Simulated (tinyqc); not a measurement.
An Irvin curve: changing the peak concentration: sheet resistance and Hall data of a diffused or implanted layer. Computed by tinyqc, a small Python program. Command: `OMP_NUM_THREADS=1 python tinyqc.py 3023790 3023791 out.jsonl layer sweep`. One thread of a shared host (Intel(R) Xeon(R) Processor @ 2.30GHz), about 0.01 s of CPU time with the checks.

Carriers are taken equal to the net active doping down to the junction (full ionisation, which deep dopants in wide-gap hosts do not reach; no spill-over, no depletion), and the Hall factor is 1.

Inputs (values chosen for the exercise, modelled on boron in silicon): mu_min = 47 cm^2/(V s); mu_max = 479 cm^2/(V s); N_ref = 2.1e+17 1/cm^3; exponent alpha = 0.7; length scale l = 770 nm; background doping N_B (opposite type) = 2.1e+15 1/cm^3; solubility limit N_s = 2.2e+20 1/cm^3.

Profile: box. Activation: limited by solubility.

Constants: e = 1.602176634e-19 C.

Method:
- N(x) = N_0 down to x_j = l, dose N_0 l.
- Mobility mu = mu_min + (mu_max - mu_min)/(1 + (N_t/N_ref)^alpha), N_t = active doping + N_B; carriers n = active doping - N_B, active doping min(N, N_s).
- Integrals from x_0 (0 unless stated) to x_j by the midpoint rule on 400 even intervals: 1/R_s = e int n mu dx; sheet density n_s = int n dx; Hall sheet density (int n mu dx)^2/int n mu^2 dx; Hall mobility int n mu^2 dx/int n mu dx.
- Mean conductivity 1/(R_s x_j); mean mobility 1/(e n_s R_s).

One run for each value; columns: (1) peak concentration N_0 (1/cm^3); (2) mean conductivity 1/(R_s x_j) (S/cm); (3) sheet resistance R_s (ohm); (4) Hall mobility (cm^2/(V s)); (5) junction depth x_j (nm); (6) sheet density n_s (1/cm^2):
```
(1)             (2)        (3)    (4)  (5)        (6)
4.20e+16  2.368e+00  5.483e+03  370.5  770  3.072e+12
1.20e+17  5.733e+00  2.265e+03  303.5  770  9.078e+12
3.30e+17  1.201e+01  1.081e+03  228.6  770  2.525e+13
9.10e+17  2.339e+01  5.552e+02  160.8  770  6.991e+13
2.50e+18  4.475e+01  2.902e+02  111.8  770  1.923e+14
7.10e+18  9.195e+01  1.412e+02   80.9  770  5.465e+14
2.00e+19  2.053e+02  6.324e+01   64.1  770  1.540e+15
1.50e+20  1.233e+03  1.053e+01   51.3  770  1.155e+16
4.30e+20  1.773e+03  7.326e+00   50.3  770  1.694e+16
```

Give the missing row, peak concentration N_0 (1/cm^3) = 5.50e+19.

Computed row; columns: (1) peak concentration N_0 (1/cm^3); (2) mean conductivity 1/(R_s x_j) (S/cm); (3) sheet resistance R_s (ohm); (4) Hall mobility (cm^2/(V s)); (5) junction depth x_j (nm); (6) sheet density n_s (1/cm^2):
```
(1)             (2)        (3)   (4)  (5)        (6)
5.50e+19  4.898e+02  2.651e+01  55.6  770  4.235e+15
```

Interpolating between the two neighbouring rows (the first column on a logarithmic scale, the others too where they are positive) misses most in Hall mobility (cm^2/(V s)), by 3.1 %. Over the rows, mean conductivity 1/(R_s x_j) (S/cm) rises from 2.37 to 1770 (exponent d ln y / d ln x 0.84 between the first rows and 0.34 between the last); sheet resistance R_s (ohm) falls from 5480 to 7.33 (exponent d ln y / d ln x -0.84 between the first rows and -0.34 between the last); Hall mobility (cm^2/(V s)) falls from 371 to 50.3 (exponent d ln y / d ln x -0.19 between the first rows and -0.019 between the last).

Extremes, crossings and ranges named in words are read from the listed rows.
